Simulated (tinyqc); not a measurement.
From results back to parameters: quantum-confined Stark effect in a modulator well. Three cases, with inputs chosen for the exercise.

Problem. The shift of E_e + E_h was computed from a hidden field.

Envelopes on cells of 0.5 angstrom over the well |z| < L/2 and 45 angstrom of barrier on each side, psi = 0 beyond, psi'/m continuous (mean mass between points), c = hbar^2/2m0. The electron sees + e F z and the hole - e F z, each with its offset in the barriers; 1 kV/cm = 1e-5 eV/angstrom. Light holes, band mixing and escape by tunnelling are left out.

Constants: hbar^2/2m0 = 3.80998211 eV angstrom^2.

Case 1.

Values chosen (near those of an InGaAsP well in InP; shifted at random, so the results belong to these values and not to a real crystal):
- L = 114 angstrom (well width)
- Vc = 0.181 eV (conduction offset)
- Vv = 0.303 eV (heavy-hole offset)
- me = 0.0501 m0 (electron, well)
- meb = 0.0786 m0 (electron, barrier)
- mh = 0.371 m0 (heavy hole along z, well)
- mhb = 0.479 m0 (heavy hole, barrier)

shift = -25.493 meV

Case 2.

Values chosen (near those of an InGaAs well in InAlAs; shifted at random, so the results belong to these values and not to a real crystal):
- L = 142 angstrom (well width)
- Vc = 0.51 eV (conduction offset)
- Vv = 0.185 eV (heavy-hole offset)
- me = 0.0435 m0 (electron, well)
- meb = 0.0768 m0 (electron, barrier)
- mh = 0.38 m0 (heavy hole along z, well)
- mhb = 0.413 m0 (heavy hole, barrier)

shift = -19.174 meV

Case 3.

Values chosen (near those of an InGaAs well in InAlAs; shifted at random, so the results belong to these values and not to a real crystal):
- L = 78 angstrom (well width)
- Vc = 0.501 eV (conduction offset)
- Vv = 0.203 eV (heavy-hole offset)
- me = 0.0434 m0 (electron, well)
- meb = 0.0758 m0 (electron, barrier)
- mh = 0.388 m0 (heavy hole along z, well)
- mhb = 0.441 m0 (heavy hole, barrier)

shift = -16.745 meV

Find: F; local exponent d ln(shift)/d ln F.

Solution. The shift grows steadily in size with F, so bisection finds one value; its slope is -e times the separation of the carriers.

Case 1.

F = 92.0 kV/cm
local exponent d ln(shift)/d ln F = 1.70

Case 2.

F = 59.0 kV/cm
local exponent d ln(shift)/d ln F = 1.62

Case 3.

F = 135.0 kV/cm
local exponent d ln(shift)/d ln F = 1.80

Computed by tinyqc, one run a case: `OMP_NUM_THREADS=1 python tinyqc.py N N+1 out.jsonl` with N = 1282691, 1282708, 1282735; one thread of a shared Intel(R) Xeon(R) Processor @ 2.30GHz, about 0.2 s a run at most.
